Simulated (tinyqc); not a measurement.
Four, six or eight bands for the holes: eight-band Kane k.p model.

Eight-band Kane model, basis S, X, Y, Z times spin, zero of energy at the top of the unstrained valence band, c = hbar^2/2m0. Within each spin: H_SS = Eg + A c k^2, H_SX = i P kx (likewise Y, Z), H_XX = -Dso/3 + L kx^2 + M (ky^2 + kz^2), H_XY = N kx ky, and cyclic. Spin-orbit term (Dso/3) L.sigma on X, Y, Z with (L_k)_ij = -i epsilon_kij: <X+|H|Y+> = -i Dso/3, <X+|H|Z-> = Dso/3, <Y+|H|Z-> = -i Dso/3, <Z+|H|X-> = -Dso/3, <Z+|H|Y-> = i Dso/3, <X-|H|Y-> = i Dso/3, and their conjugates; + and - are the spin along z. Terms from inversion asymmetry are left out, so every level is twofold.

P = sqrt(Ep c); A = 1/me - Ep (Eg + 2 Dso/3)/(Eg (Eg + Dso)) keeps the electron mass; g1' = g1 - Ep/(3 Eg), g2' = g2 - Ep/(6 Eg), g3' = g3 - Ep/(6 Eg) remove the coupling to S that the Luttinger values already hold; L = -c (g1' + 4 g2'), M = -c (g1' - 2 g2'), N = -6 c g3'.

Constants: hbar^2/2m0 = 3.80998211 eV angstrom^2.

Parameters, chosen for this exercise (near those of Ge; not measured data):
```
symbol  value   unit        meaning
Eg      0.896   eV          gap at Gamma to the s-like level
Dso     0.287   eV          spin-orbit splitting
Ep      26.4    eV          Kane energy
me      0.0377  m0          electron mass at Gamma
g1      13.36               Luttinger gamma1
g2      4.24                gamma2
g3      5.68                gamma3
kmax    0.05    1/angstrom  end of the path
```

Unstrained, along [110]. Six bands: the X, Y, Z block alone with the full g1, g2, g3 in L, M, N. Four bands: the same with Dso sent to infinity. HH, LH and SO name the pairs from the top.

Valence levels (eV):
```
|k| (1/angstrom)     HH 4     HH 6     HH 8     LH 4     LH 6     LH 8     SO 6     SO 8
0.0083            -0.0007  -0.0007  -0.0007  -0.0064  -0.0063  -0.0063  -0.2906  -0.2899
0.0167            -0.0028  -0.0028  -0.0028  -0.0255  -0.0246  -0.0241  -0.3021  -0.2991
0.0250            -0.0063  -0.0062  -0.0062  -0.0573  -0.0526  -0.0506  -0.3237  -0.3155
0.0333            -0.0112  -0.0108  -0.0108  -0.1019  -0.0865  -0.0821  -0.3594  -0.3409
0.0417            -0.0175  -0.0165  -0.0165  -0.1592  -0.1213  -0.1145  -0.4143  -0.3770
0.0500            -0.0252  -0.0231  -0.0230  -0.2293  -0.1533  -0.1453  -0.4924  -0.4248
```

At |k| = 0.0500 the heavy holes of the three models span 2.2 meV and the light holes 84.0 meV. The split-off band moves the light hole by +76.0 meV and treating the conduction band exactly moves it by +8.1 meV more; the split-off band matters more here, where the four-band light-hole energy is 0.80 times Dso and 0.26 times Eg.

(tinyqc, `OMP_NUM_THREADS=1 python tinyqc.py 1051013 1051014 out.jsonl`, Intel(R) Xeon(R) Processor @ 2.30GHz, 1 thread, shared host, about 0.07 s.)
